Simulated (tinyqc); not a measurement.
What moves the results: two electrons on one impurity (helium-like model). A value that a table varies takes the place of the one given here.

Units Ha* = 2 Ry m/eps^2 and a* = a0 eps/m. One electron is bound by Z^2/2. Two electrons in the singlet built from exp(-a r) and exp(-b r): S = 8 (ab)^(3/2)/(a + b)^3, h_aa = a^2/2 - Z a, h_bb alike, h_ab = S (ab/2 - Z (a + b)/2), J = ab (a^2 + 3ab + b^2)/(a + b)^3, K = 20 (ab)^3/(a + b)^5, E = (h_aa + h_bb + 2 S h_ab + J + K)/(1 + S^2). For a = b this is a^2 - 2 Z a + 5a/8. Real double donors are deeper, since the central cell is left out.

Constants: e^2/(4 pi eps0) = 14.39964547 eV angstrom.

Parameters, chosen for this exercise (near those of impurities in Si; shifted at random, so the results belong to these values and not to a real crystal):
- m = 0.318 m0 (one mean mass)
- eps = 11.7 (dielectric constant)
- Zs = (0.98, 1.05, 1.24, 1.56, 1.89, 2.6, 4.17) (charges)
- a_lat = 5.431 angstrom (lattice constant)
- Eg = 1.165 eV (gap)
- ED = 46.6 meV (donor binding)
- EA = 48.8 meV (acceptor binding)
- W0 = 0.68 x 1e7/s (rate at zero distance)
- kind = same (sublattices of donor and acceptor)
- shells = (33, 36, 104, 175, 309, 513, 548) (shell numbers)

## Effective charge

Ha* = 63.2130 meV

Binding of the first electron, of the second (-E - Z^2/2) with equal and with unequal orbitals, and U, the first less the second (unequal).

Results (meV):
```
Z     first  second, equal  second, unequal   a/b      U  U/(Z Ha*)
0.98   30.4          -2.19             0.45  3.92   29.9      0.483
1.05   34.8          -0.46             1.96  3.25   32.9      0.495
1.24   48.6           5.78             7.91  2.55   40.7      0.519
1.56   76.9          21.46            23.36  2.10   53.6      0.543
1.89  112.9          44.40            46.20  1.89   66.7      0.558
2.60  213.7         117.11           118.79  1.66   94.9      0.577
4.17  549.6         391.03           392.62  1.46  157.0      0.596
```

Equal orbitals bind a second electron only above Z = (5/16)/(1 - 1/sqrt2) = 1.067; unequal ones do so in 7 of the 7 rows. Their gain is 2.64 meV in the first row and 1.59 in the last, while the second binding grows to 393 meV, so the gain decides the matter only near Z = 1. U grows almost linearly with Z: U/(Z Ha*) goes from 0.483 to 0.596, towards 5/8, while the first binding grows as Z^2. Angular correlation is left out: at Z = 1 this function binds the second electron by 0.0133 Ha*, half the exact 0.0278.

## Pair lines (donor-acceptor pair recombination)

h nu = Eg - ED - EA + q/(eps R), q = e^2/(4 pi eps0); shell j lies at R = a_lat sqrt(j/2) for the same sublattice and a_lat sqrt(j/2 - 5/16) for opposite ones (on the same sublattice shells 14, 30, 46, 56, 62, ... are empty, where 2j has the form 4^a (8b + 7)); rate W = W0 exp(-2R/aD) with the donor radius aD = q/(2 eps ED). Polarisation and overlap terms, which matter for close pairs, are left out.

Energy, rate and lifetime for each shell.

Lines:
```
shell  R (angstrom)  Coulomb (meV)  h nu (eV)  step to the next shell (meV)  1/W (microsecond)
33            22.06           55.8     1.1254                          0.83               4.15
36            23.04           53.4     1.1230                          0.73               4.82
104           39.16           31.4     1.1010                          0.15               55.4
175           50.80           24.2     1.0938                         0.069                323
309           67.51           18.2     1.0878                         0.029           4.05e+03
513           86.98           14.1     1.0837                         0.014           7.74e+04
548           89.90           13.7     1.0833                         0.012           1.20e+05
```

limit for distant pairs = 1.0696 eV
aD = 13.2 angstrom

The lines crowd together, on average as R^-3: the step falls from 0.83 to 0.012 meV, so distant pairs merge into a band. Close pairs emit higher and 2.9e+04 times faster over this table, so the band shifts to lower energy with delay and to higher energy with stronger pumping. All these lines lie below Eg, and R/aD runs from 1.7 up.

Run: tinyqc, `OMP_NUM_THREADS=1 python tinyqc.py 1250439 1250440 out.jsonl`; Intel(R) Xeon(R) Processor @ 2.30GHz, one thread, shared host; about 0.03 s of CPU time with all checks.
